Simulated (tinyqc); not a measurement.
# ESD clamp with bipolar snapback, compact model and design window: what changes with what

The drain junction multiplies the current that enters it: Igen = (M - 1)(Ic + I0), M = 1/(1 - (Vj/BV)^n). The generated holes leave through the substrate resistance and the base of the parasitic npn: Igen = Vb/Rb + Ic/be, Ic = Is exp(Vb/Vt). Terminal current I = Ic + I0 + Igen and voltage V = Vj + I Ro, per width. Isothermal, constant gain.

Parameters, values chosen for the exercise; values close to those of grounded-gate n-channel clamps: temperature T = 300 K; junction breakdown voltage BV = 10.5 V; exponent of the multiplication n = 4.2; current gain of the parasitic npn be = 8.6; saturation current Is = 3.4e-18 A/um; junction leakage I0 = 1.7e-11 A/um; substrate resistance Rb = 76000 ohm um; drain ballast and contact resistance Ro = 300 ohm um; failure current for 100 ns It2 = 11.3 mA/um.

Constants: q = 1.602176634e-19 C, kB = 1.380649e-23 J/K, Vt = kB T/q. Results are converted to the units shown.

Each table varies one quantity; the others keep the values above.

## Effect of the drain ballast and contact resistance

For given Vb: Ic, Igen, M = 1 + Igen/(Ic + I0), Vj = BV (1 - 1/M)^(1/n), I and V. Vt1 is the maximum of V along the curve, Vh the following minimum, Vt2 the voltage at I = It2. It1 and Ih are the currents at Vt1 and Vh.

Effect of the drain ballast and contact resistance:
```
Ro (ohm um),Vt1 (V),It1 (uA/um),Vh (V),Ih (uA/um),Vt2 (V),Vt2 - Vt1 (V)
30,10.50,5.372,6.259,2128,6.480,-4.020
52,10.50,5.563,6.299,1601,6.729,-3.771
92,10.50,5.764,6.354,1189,7.181,-3.320
160,10.50,5.961,6.423,889.1,7.949,-2.552
280,10.50,6.161,6.514,660.8,9.305,-1.196
490,10.50,6.362,6.632,489.1,11.68,1.175
860,10.51,6.563,6.786,359.7,15.86,5.354
1500,10.51,6.764,6.981,263.8,23.09,12.58
```

As Ro goes from 30 to 1500 ohm um, Vt1 stays near 10.5 V, It1 rises from 5.37 to 6.76 uA/um, Vh rises from 6.26 to 6.98 V and Vt2 rises from 6.48 to 23.1 V. Vt2 exceeds Vt1, the condition for all fingers to turn on, in 3 of the 8 rows. Ballast buys uniform turn-on with a higher clamping voltage.

## Effect of the current gain of the parasitic npn

Same model as above.

The same in every row: Vt1 (V) = 10.50.

Result of one run:
```
be,It1 (uA/um),Vh (V),Ih (uA/um),Vt2 (V),Vt2 - Vt1 (V)
1.7,6.186,8.495,334.8,11.68,1.180
```

What becomes of these results when the current gain of the parasitic npn be is changed from 1.7 to 14, all else the same?

Result of the changed run:
```
be,It1 (uA/um),Vh (V),Ih (uA/um),Vt2 (V),Vt2 - Vt1 (V)
14,6.186,5.990,759.3,8.920,-1.582
```

The whole series:
```
be,It1 (uA/um),Vh (V),Ih (uA/um),Vt2 (V),Vt2 - Vt1 (V)
1,6.186,9.066,265.5,12.29,1.793
1.7,6.186,8.495,334.8,11.68,1.180
2.9,6.186,7.852,418.2,10.99,0.4877
4.9,6.186,7.201,514.8,10.28,-0.2221
8.2,6.186,6.582,625.7,9.593,-0.9085
14,6.186,5.990,759.3,8.920,-1.582
24,6.186,5.464,913.3,8.299,-2.203
40,6.186,5.039,1076,7.771,-2.731
```

As be goes from 1 to 40, Vt1 stays near 10.5 V, It1 stays near 6.19 uA/um, Vh falls from 9.07 to 5.04 V and Vt2 falls from 12.3 to 7.77 V. Vt2 exceeds Vt1, the condition for all fingers to turn on, in 3 of the 8 rows. A higher gain needs less multiplication to hold, so Vh falls.

## Effect of the substrate resistance

Same model as above.

Effect of the substrate resistance:
```
Rb (ohm um),Vt1 (V),It1 (uA/um),Vh (V),Ih (uA/um),Vt2 (V),Vt2 - Vt1 (V)
7600,10.52,78.34,7.340,1829,9.648,-0.8744
16000,10.51,34.68,6.980,1319,9.581,-0.9291
35000,10.50,14.64,6.712,920.3,9.547,-0.9572
76000,10.50,6.186,6.527,636.9,9.531,-0.9704
1.6e5,10.50,2.687,6.404,443.8,9.524,-0.9764
3.5e5,10.50,1.112,6.314,301.8,9.521,-0.9794
7.6e5,10.50,0.4699,6.254,205.2,9.519,-0.9807
```

What does the comparison show?

As Rb goes from 7600 to 7.6e5 ohm um, Vt1 stays near 10.5 V, It1 falls from 78.3 to 0.470 uA/um, Vh falls from 7.34 to 6.25 V and Vt2 falls from 9.65 to 9.52 V. Vt2 exceeds Vt1, the condition for all fingers to turn on, in 0 of the 7 rows. It1 goes as Rb^(-1.11); the product It1 Rb, close to the base voltage at the trigger, goes from 0.595 to 0.357 V.

Computed by the program tinyqc: `OMP_NUM_THREADS=1 python tinyqc.py 2670059 2670060 out.jsonl`, one thread of a shared Intel Xeon 2.30GHz, about 0.01 s for the whole run.
